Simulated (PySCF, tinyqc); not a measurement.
Inside a calculation. Method: coupled-perturbed Hartree-Fock on RHF in the sto-3g basis, for H6, spin multiplicity 1. The lowest restricted solution is unstable here: a spin-polarised one lies 0.0609 hartree lower (PySCF). Computed by tinyqc, a small Python program that keeps every step (integrals from PySCF). Settings: charge = 0, multiplicity = 1, basis = sto-3g, method = RHF, energy threshold = 1e-10, iteration cap = 51, orthogonalisation = symmetric, start = core, DIIS depth = 6. Command: `OMP_NUM_THREADS=1 python tinyqc.py 25529 25530 out.jsonl` (the two numbers bound the seeds that draw the settings). One thread of a shared host (Intel(R) Xeon(R) Processor @ 2.60GHz), about 0.1 s of CPU time with the checks. The early iterations of the SCF are left out here.

## One-electron integrals

Geometry (angstrom):

| atom | x | y | z |
|---|---|---|---|
| H | 0.000000 | 0.000000 | 0.000000 |
| H | 0.000000 | 0.000000 | 1.151000 |
| H | 0.000000 | 0.000000 | 2.092000 |
| H | 0.000000 | 0.000000 | 3.243000 |
| H | 0.000000 | 0.000000 | 4.185000 |
| H | 0.000000 | 0.000000 | 5.335000 |

Basis sto-3g: exponents (1/bohr^2) and contraction coefficients of normalised primitives:

| element | l (shell) | exponent | coefficient |
|---|---|---|---|
| H | s (1) | 3.425251 | 0.154329 |
| H | s (1) | 0.623914 | 0.535328 |
| H | s (1) | 0.168855 | 0.444635 |

Overlap, kinetic and nuclear-attraction integrals over the contracted functions; the nuclear repulsion is the sum of Za Zb / Rab.

nuclear repulsion = 4.36834685 hartree

overlap S:
```
          1H 1s     2H 1s     3H 1s     4H 1s     5H 1s     6H 1s
1H 1s  1.000000  0.412220  0.102314  0.010787  0.001095  0.000038
2H 1s  0.412220  1.000000  0.531888  0.102314  0.016993  0.001097
3H 1s  0.102314  0.531888  1.000000  0.412220  0.102142  0.010787
4H 1s  0.010787  0.102314  0.412220  1.000000  0.531277  0.102314
5H 1s  0.001095  0.016993  0.102142  0.531277  1.000000  0.412745
6H 1s  0.000038  0.001097  0.010787  0.102314  0.412745  1.000000
```

kinetic energy T (hartree):
```
           1H 1s      2H 1s      3H 1s      4H 1s      5H 1s      6H 1s
1H 1s   0.760032   0.064439  -0.010960  -0.004712  -0.000804  -0.000046
2H 1s   0.064439   0.760032   0.134678  -0.010960  -0.006349  -0.000805
3H 1s  -0.010960   0.134678   0.760032   0.064439  -0.010967  -0.004712
4H 1s  -0.004712  -0.010960   0.064439   0.760032   0.134257  -0.010960
5H 1s  -0.000804  -0.006349  -0.010967   0.134257   0.760032   0.064693
6H 1s  -0.000046  -0.000805  -0.004712  -0.010960   0.064693   0.760032
```

nuclear attraction V (hartree):
```
           1H 1s      2H 1s      3H 1s      4H 1s      5H 1s      6H 1s
1H 1s  -2.320284  -0.951791  -0.236731  -0.024537  -0.002474  -0.000084
2H 1s  -0.951791  -2.772934  -1.413276  -0.252604  -0.040252  -0.002480
3H 1s  -0.236731  -1.413276  -2.887991  -1.074622  -0.252145  -0.024537
4H 1s  -0.024537  -0.252604  -1.074622  -2.887623  -1.411264  -0.236740
5H 1s  -0.002474  -0.040252  -0.252145  -1.411264  -2.772656  -0.953206
6H 1s  -0.000084  -0.002480  -0.024537  -0.236740  -0.953206  -2.320676
```

core Hamiltonian H = T + V (hartree):
```
           1H 1s      2H 1s      3H 1s      4H 1s      5H 1s      6H 1s
1H 1s  -1.560252  -0.887352  -0.247691  -0.029249  -0.003277  -0.000130
2H 1s  -0.887352  -2.012902  -1.278598  -0.263564  -0.046601  -0.003285
3H 1s  -0.247691  -1.278598  -2.127959  -1.010183  -0.263112  -0.029249
4H 1s  -0.029249  -0.263564  -1.010183  -2.127591  -1.277007  -0.247700
5H 1s  -0.003277  -0.046601  -0.263112  -1.277007  -2.012625  -0.888513
6H 1s  -0.000130  -0.003285  -0.029249  -0.247700  -0.888513  -1.560644
```

## Two-electron integrals

Functions are numbered as in S; the eight-fold symmetry (ij|kl) = (ji|kl) = (kl|ij) leaves the list below.

Two-electron integrals (ij|kl) in chemists' order, unique and non-zero (hartree):
```
(11|11) 0.774606   (21|11) 0.245160   (21|21) 0.104775   (22|11) 0.431685
(22|21) 0.245160   (22|22) 0.774606   (31|11) 0.046797   (31|21) 0.022158
(31|22) 0.059788   (31|31) 0.005320   (32|11) 0.173001   (32|21) 0.099743
(32|22) 0.337417   (32|31) 0.028383   (32|32) 0.183900   (33|11) 0.252348
(33|21) 0.143155   (33|22) 0.497676   (33|31) 0.046797   (33|32) 0.337417
(33|33) 0.774606   (41|11) 0.003609   (41|21) 0.001876   (41|22) 0.005589
(41|31) 0.000502   (41|32) 0.002989   (41|33) 0.005589   (41|41) 0.000053
(42|11) 0.025511   (42|21) 0.014156   (42|22) 0.046797   (42|31) 0.004250
(42|32) 0.028383   (42|33) 0.059788   (42|41) 0.000502   (42|42) 0.005320
(43|11) 0.082497   (43|21) 0.043991   (43|22) 0.143155   (43|31) 0.014156
(43|32) 0.099743   (43|33) 0.245160   (43|41) 0.001876   (43|42) 0.022158
(43|43) 0.104775   (44|11) 0.163172   (44|21) 0.082497   (44|22) 0.252348
(44|31) 0.025511   (44|32) 0.173001   (44|33) 0.431685   (44|41) 0.003609
(44|42) 0.046797   (44|43) 0.245160   (44|44) 0.774606   (51|11) 0.000283
(51|21) 0.000152   (51|22) 0.000484   (51|31) 0.000045   (51|32) 0.000289
(51|33) 0.000595   (51|41) 0.000005   (51|42) 0.000053   (51|43) 0.000216
(51|44) 0.000443   (51|51) 5.42e-07   (52|11) 0.003484   (52|21) 0.001866
(52|22) 0.006031   (52|31) 0.000574   (52|32) 0.003879   (52|33) 0.008683
(52|41) 0.000072   (52|42) 0.000809   (52|43) 0.003617   (52|44) 0.008685
(52|51) 0.000008   (52|52) 0.000133   (53|11) 0.017554   (53|21) 0.009032
(53|22) 0.028223   (53|31) 0.002821   (53|32) 0.019256   (53|33) 0.046706
(53|41) 0.000377   (53|42) 0.004552   (53|43) 0.022117   (53|44) 0.059682
(53|51) 0.000045   (53|52) 0.000807   (53|53) 0.005302   (54|11) 0.075937
(54|21) 0.037339   (54|22) 0.110363   (54|31) 0.011138   (54|32) 0.072528
(54|33) 0.172757   (54|41) 0.001519   (54|42) 0.019266   (54|43) 0.099599
(54|44) 0.336927   (54|51) 0.000187   (54|52) 0.003875   (54|53) 0.028298
(54|54) 0.183432   (55|11) 0.126446   (55|21) 0.060737   (55|22) 0.174407
(55|31) 0.017581   (55|32) 0.110467   (55|33) 0.252230   (55|41) 0.002304
(55|42) 0.028262   (55|43) 0.143071   (55|44) 0.497336   (55|51) 0.000283
(55|52) 0.006031   (55|53) 0.046706   (55|54) 0.336927   (55|55) 0.774606
(61|11) 0.000007   (61|21) 3.94e-06   (61|22) 0.000013   (61|31) 1.22e-06
(61|32) 0.000008   (61|33) 0.000019   (61|41) 1.56e-07   (61|42) 1.77e-06
(61|43) 0.000008   (61|44) 0.000019   (61|51) 1.77e-08   (61|52) 2.92e-07
(61|53) 1.77e-06   (61|54) 0.000008   (61|55) 0.000013   (62|11) 0.000181
(62|21) 0.000092   (62|22) 0.000283   (62|31) 0.000028   (62|32) 0.000188
(62|33) 0.000444   (62|41) 3.74e-06   (62|42) 0.000045   (62|43) 0.000216
(62|44) 0.000597   (62|51) 4.42e-07   (62|52) 0.000008   (62|53) 0.000053
(62|54) 0.000289   (62|55) 0.000485   (62|61) 1.77e-08   (62|62) 5.45e-07
(63|11) 0.001562   (63|21) 0.000773   (63|22) 0.002305   (63|31) 0.000232
(63|32) 0.001521   (63|33) 0.003609   (63|41) 0.000031   (63|42) 0.000378
(63|43) 0.001876   (63|44) 0.005589   (63|51) 3.73e-06   (63|52) 0.000072
(63|53) 0.000501   (63|54) 0.002986   (63|55) 0.005588   (63|61) 1.56e-07
(63|62) 0.000005   (63|63) 0.000053   (64|11) 0.012752   (64|21) 0.006123
(64|22) 0.017587   (64|31) 0.001773   (64|32) 0.011153   (64|33) 0.025511
(64|41) 0.000232   (64|42) 0.002826   (64|43) 0.014156   (64|44) 0.046797
(64|51) 0.000028   (64|52) 0.000574   (64|53) 0.004243   (64|54) 0.028352
(64|55) 0.059791   (64|61) 1.22e-06   (64|62) 0.000045   (64|63) 0.000502
(64|64) 0.005320   (65|11) 0.046017   (65|21) 0.021678   (65|22) 0.060822
(65|31) 0.006130   (65|32) 0.037429   (65|33) 0.082585   (65|41) 0.000774
(65|42) 0.009058   (65|43) 0.044036   (65|44) 0.143292   (65|51) 0.000092
(65|52) 0.001869   (65|53) 0.014151   (65|54) 0.099755   (65|55) 0.245547
(65|61) 3.95e-06   (65|62) 0.000153   (65|63) 0.001878   (65|64) 0.022186
(65|65) 0.105068   (66|11) 0.099190   (66|21) 0.045964   (66|22) 0.126476
(66|31) 0.012752   (66|32) 0.076034   (66|33) 0.163172   (66|41) 0.001562
(66|42) 0.017587   (66|43) 0.082497   (66|44) 0.252348   (66|51) 0.000181
(66|52) 0.003485   (66|53) 0.025475   (66|54) 0.172855   (66|55) 0.431973
(66|61) 0.000007   (66|62) 0.000283   (66|63) 0.003609   (66|64) 0.046797
(66|65) 0.245547   (66|66) 0.774606
```

## Orthogonalisation

S = U s U^T; symmetric (Loewdin) form X = U s^(-1/2) U^T, so that X^T S X = 1.

eigenvalues of S: 0.275613  0.412087  0.743930  1.019516  1.551207  1.997647

X:
```
           1H 1s      2H 1s      3H 1s      4H 1s      5H 1s      6H 1s
1H 1s   1.078852  -0.260181   0.053269  -0.007179   0.001667  -0.000267
2H 1s  -0.260181   1.237711  -0.376230   0.060132  -0.012527   0.001671
3H 1s   0.053269  -0.376230   1.245051  -0.292921   0.060088  -0.007193
4H 1s  -0.007179   0.060132  -0.292921   1.244603  -0.375656   0.053272
5H 1s   0.001667  -0.012527   0.060088  -0.375656   1.237510  -0.260525
6H 1s  -0.000267   0.001671  -0.007193   0.053272  -0.260525   1.079069
```

## Iteration 8 (converged): orbitals

converged F (hartree):
```
           1H 1s      2H 1s      3H 1s      4H 1s      5H 1s      6H 1s
1H 1s  -0.197579  -0.404689  -0.142100   0.008136   0.004167  -0.015133
2H 1s  -0.404689  -0.338496  -0.449616  -0.137436  -0.023660   0.004158
3H 1s  -0.142100  -0.449616  -0.342117  -0.403607  -0.137204   0.008072
4H 1s   0.008136  -0.137436  -0.403607  -0.341741  -0.449065  -0.142096
5H 1s   0.004167  -0.023660  -0.137204  -0.449065  -0.338363  -0.405124
6H 1s  -0.015133   0.004158   0.008072  -0.142096  -0.405124  -0.197862
```

Diagonalise F' = X^T F X, C = X C', fill 3 alpha and 3 beta electrons from the bottom; D = 2 C_occ C_occ^T. Each column has its largest component positive (the first on a tie).

F' = X^T F X (hartree):
```
           1          2          3          4          5          6
1  -0.030850  -0.408900   0.062265   0.021346   0.003918  -0.018381
2  -0.408900   0.067624  -0.468086   0.071464  -0.013533   0.003926
3   0.062265  -0.468086   0.069095  -0.428437   0.071439   0.021248
4   0.021346   0.071464  -0.428437   0.068860  -0.467427   0.062269
5   0.003918  -0.013533   0.071439  -0.467427   0.067526  -0.409353
6  -0.018381   0.003926   0.021248   0.062269  -0.409353  -0.030733
```

orbital energies (hartree): MO1 -0.644070, MO2 -0.513187, MO3 -0.264091, MO4 0.130739, MO5 0.553571, MO6 0.948560

coefficients C:
```
            MO1        MO2        MO3        MO4        MO5        MO6
1H 1s  0.145675  -0.317503   0.520224   0.620427  -0.569225   0.364552
2H 1s  0.296393  -0.427245   0.239879  -0.253888   0.829396  -0.815267
3H 1s  0.376682  -0.198293  -0.414606  -0.473865  -0.436132   1.008036
4H 1s  0.376270   0.198149  -0.415207   0.474633  -0.435920  -1.006936
5H 1s  0.295922   0.427854   0.239296   0.253338   0.830287   0.814091
6H 1s  0.145652   0.318329   0.519538  -0.619792  -0.570629  -0.364594
```

D after iteration 8:
```
           1H 1s      2H 1s      3H 1s      4H 1s      5H 1s      6H 1s
1H 1s   0.785324   0.607239  -0.195713  -0.448200   0.063502   0.380847
2H 1s   0.607239   0.655858   0.193820  -0.145468  -0.075375   0.063584
3H 1s  -0.195713   0.193820   0.706214   0.549179  -0.145171  -0.447322
4H 1s  -0.448200  -0.145468   0.549179   0.706476   0.193536  -0.195669
5H 1s   0.063502  -0.075375  -0.145171   0.193536   0.655783   0.607246
6H 1s   0.380847   0.063584  -0.447322  -0.195669   0.607246   0.784934
```

## Convergence

Stop when the energy changes by less than 1e-10 hartree and every element of the error matrix X^T (F D S - S D F) X is below 3e-06.

Course of the cycle:

| iteration | E (hartree) | change | largest element of the error matrix |
|---|---|---|---|
| 1 | -2.42021045 | - | 4.41e-01 |
| 2 | -2.98893712 | -5.69e-01 | 1.16e-01 |
| 3 | -3.02590513 | -3.70e-02 | 1.48e-02 |
| 4 | -3.02645303 | -5.48e-04 | 3.40e-03 |
| 5 | -3.02650649 | -5.35e-05 | 3.12e-04 |
| 6 | -3.02650694 | -4.49e-07 | 2.68e-05 |
| 7 | -3.02650694 | -1.92e-09 | 3.82e-06 |
| 8 | -3.02650694 | -5.00e-11 | 1.86e-07 |

PySCF RHF in the same basis = -3.02650694 hartree

Converged in 8 iterations.

## Integrals over molecular orbitals

(pq|rs) = sum C_ip C_jq C_kr C_ls (ij|kl), one index at a time.

one-electron integrals over orbitals h = C^T H C (hartree):
```
           1          2          3          4          5          6
1  -2.218844   0.000145   0.140858   0.000166  -0.048420  -0.000078
2   0.000145  -2.002002   0.000058  -0.220425  -0.000260  -0.026256
3   0.140858   0.000058  -1.752661   0.000410  -0.177243   0.000088
4   0.000166  -0.220425   0.000410  -1.630227   0.000067   0.144531
5  -0.048420  -0.000260  -0.177243   0.000067  -1.402035   0.000111
6  -0.000078  -0.026256   0.000088   0.144531   0.000111  -1.232784
```

Two-electron integrals over orbitals (pq|rs), unique and non-zero (hartree):
```
(11|11) 0.426490    (21|11) -0.000241   (21|21) 0.142329    (22|11) 0.354894
(22|21) 0.000254    (22|22) 0.368084    (31|11) -0.075246   (31|21) -0.000055
(31|22) 0.009563    (31|31) 0.085120    (32|11) -0.000105   (32|21) 0.080227
(32|22) 0.000255    (32|31) -0.000024   (32|32) 0.109240    (33|11) 0.332972
(33|21) -0.000091   (33|22) 0.331256    (33|31) -0.004511   (33|32) -0.000157
(33|33) 0.354475    (41|11) -0.000140   (41|21) 0.057811    (41|22) -0.000034
(41|31) -0.000051   (41|32) -0.023417   (41|33) 0.000076    (41|41) 0.072721
(42|11) 0.089360    (42|21) -0.000107   (42|22) 0.028224    (42|31) -0.062457
(42|32) -0.000125   (42|33) -0.012366   (42|41) -0.000021   (42|42) 0.091191
(43|11) -0.000085   (43|21) -0.095257   (43|22) -0.000285   (43|31) 0.000218
(43|32) -0.096024   (43|33) 0.000154    (43|41) -0.002068   (43|42) -0.000100
(43|43) 0.140172    (44|11) 0.341803    (44|21) -0.000080   (44|22) 0.338485
(44|31) -0.006840   (44|32) -0.000134   (44|33) 0.352237    (44|41) 0.000052
(44|42) -0.001491   (44|43) 0.000118    (44|44) 0.363189    (51|11) 0.000734
(51|21) -0.000010   (51|22) 0.038965    (51|31) 0.037519    (51|32) -0.000036
(51|33) -0.017932   (51|41) -0.000037   (51|42) 0.017566    (51|43) 0.000024
(51|44) -0.010828   (51|51) 0.062280    (52|11) 0.000021    (52|21) 0.057133
(52|22) 0.000134    (52|31) -0.000084   (52|32) 0.007784    (52|33) -0.000014
(52|41) 0.044696    (52|42) 0.000122    (52|43) 0.027241    (52|44) -0.000011
(52|51) 0.000074    (52|52) 0.084003    (53|11) 0.087768    (53|21) -0.000101
(53|22) 0.026055    (53|31) -0.062755   (53|32) -0.000101   (53|33) -0.005100
(53|41) -0.000022   (53|42) 0.083263    (53|43) -0.000119   (53|44) -0.007182
(53|51) 0.010171    (53|52) 0.000104    (53|53) 0.089035    (54|11) -0.000126
(54|21) 0.085329    (54|22) 0.000244    (54|31) -0.000023   (54|32) 0.103977
(54|33) -0.000169   (54|41) -0.014211   (54|42) -0.000114   (54|43) -0.097631
(54|44) -0.000142   (54|51) -0.000024   (54|52) 0.011000    (54|53) -0.000111
(54|54) 0.111402    (55|11) 0.372008    (55|21) 0.000217    (55|22) 0.376956
(55|31) 0.000768    (55|32) 0.000214    (55|33) 0.346498    (55|41) -0.000025
(55|42) 0.032025    (55|43) -0.000270   (55|44) 0.353791    (55|51) 0.034990
(55|52) 0.000129    (55|53) 0.032116    (55|54) 0.000218    (55|55) 0.403101
(61|11) 0.000065    (61|21) -0.001996   (61|22) 0.000021    (61|31) -0.000075
(61|32) 0.029953    (61|33) -0.000035   (61|41) -0.028446   (61|42) 4.19e-06
(61|43) 0.031886    (61|44) -0.000030   (61|51) -0.000084   (61|52) 0.040241
(61|53) 1.33e-06    (61|54) 0.027771    (61|55) 0.000013    (61|61) 0.071874
(62|11) -0.001065   (62|21) 0.000013    (62|22) 0.035977    (62|31) 0.036789
(62|32) -0.000021   (62|33) -0.013754   (62|41) -0.000018   (62|42) 0.011852
(62|43) 0.000022    (62|44) -0.015972   (62|51) 0.057179    (62|52) 0.000090
(62|53) 0.014033    (62|54) -0.000023   (62|55) 0.035974    (62|61) -0.000078
(62|62) 0.059661    (63|11) -0.000116   (63|21) 0.055125    (63|22) -0.000013
(63|31) -0.000054   (63|32) -0.017920   (63|33) 0.000073    (63|41) 0.066201
(63|42) -0.000011   (63|43) -0.002044   (63|44) 0.000075    (63|51) -0.000032
(63|52) 0.044165    (63|53) -0.000023   (63|54) -0.018774   (63|55) -0.000019
(63|61) -0.026448   (63|62) -0.000023   (63|63) 0.069942    (64|11) -0.078417
(64|21) -0.000042   (64|22) 0.003510    (64|31) 0.083074    (64|32) -0.000011
(64|33) -0.006677   (64|41) -0.000048   (64|42) -0.064448   (64|43) 0.000215
(64|44) -0.008650   (64|51) 0.035871    (64|52) -0.000083   (64|53) -0.065992
(64|54) -0.000013   (64|55) 0.003105    (64|61) -0.000072   (64|62) 0.037272
(64|63) -0.000055   (64|64) 0.091433    (65|11) -0.000234   (65|21) 0.145523
(65|22) 0.000269    (65|31) -0.000064   (65|32) 0.086411    (65|33) -0.000099
(65|41) 0.057077    (65|42) -0.000105   (65|43) -0.102174   (65|44) -0.000080
(65|51) -0.000011   (65|52) 0.059131    (65|53) -0.000102   (65|54) 0.092247
(65|55) 0.000247    (65|61) -0.001441   (65|62) 0.000010    (65|63) 0.059603
(65|64) -0.000056   (65|65) 0.163751    (66|11) 0.453386    (66|21) -0.000225
(66|22) 0.379518    (66|31) -0.079959   (66|32) -0.000105   (66|33) 0.358505
(66|41) -0.000129   (66|42) 0.096030    (66|43) -0.000108   (66|44) 0.369217
(66|51) 0.000670    (66|52) 0.000039    (66|53) 0.097613    (66|54) -0.000125
(66|55) 0.407750    (66|61) 0.000067    (66|62) -0.000700   (66|63) -0.000114
(66|64) -0.088917   (66|65) -0.000235   (66|66) 0.508116
```

## Response to a field: uncoupled start

dipole integrals <a|z|i> (bohr):
```
           i1         i2         i3
a4  -0.198937  -0.001471  -3.090763
a5  -0.000639  -0.182311  -0.001158
a6   0.007190  -0.000561  -0.227449
```

Field along z; U_ai = -mu_ai / (e_a - e_i), alpha = -4 sum U_ai mu_ai.

uncoupled U:
```
           i1        i2        i3
a4   0.256756  0.002285  7.828093
a5   0.000533  0.170902  0.001416
a6  -0.004515  0.000384  0.187564
```

uncoupled polarisability = 97.278869 bohr^3

## Coupled step 1

U_ai = -(mu_ai + sum_bj [4 (ai|bj) - (ab|ij) - (aj|bi)] U_bj) / (e_a - e_i); alpha = -4 sum U_ai mu_ai.

U after step 1:
```
           i1         i2        i3
a4   0.238246   0.004116  6.507340
a5  -0.000224   0.733479  0.002813
a6   0.107153  -0.000145  0.164579
```

polarisability = 81.321753 bohr^3

## Coupled step 2

As before.

U after step 2:
```
           i1         i2        i3
a4   0.186717   0.003354  6.853480
a5  -0.000114   0.709786  0.002089
a6   0.120473  -0.000064  0.129227
```

polarisability = 85.510265 bohr^3

## Coupled polarisability

Repeat until U stops changing; compare with -d2E/dF2.

Course of the coupled iterations:

| step | alpha (bohr^3) |
|---|---|
| 0 | 97.278869 |
| 1 | 81.321753 |
| 2 | 85.510265 |
| 3 | 84.747746 |
| 4 | 84.954789 |
| 5 | 84.916804 |
| 6 | 84.927160 |
| 7 | 84.925269 |
| 8 | 84.925789 |
| 9 | 84.925696 |
| 10 | 84.925722 |
| 11 | 84.925718 |
| 12 | 84.925719 |
| 13 | 84.925719 |
| 14 | 84.925719 |

coupled polarisability = 84.925719 bohr^3

finite-field check, fields of +/-0.001 au = 84.925539 bohr^3
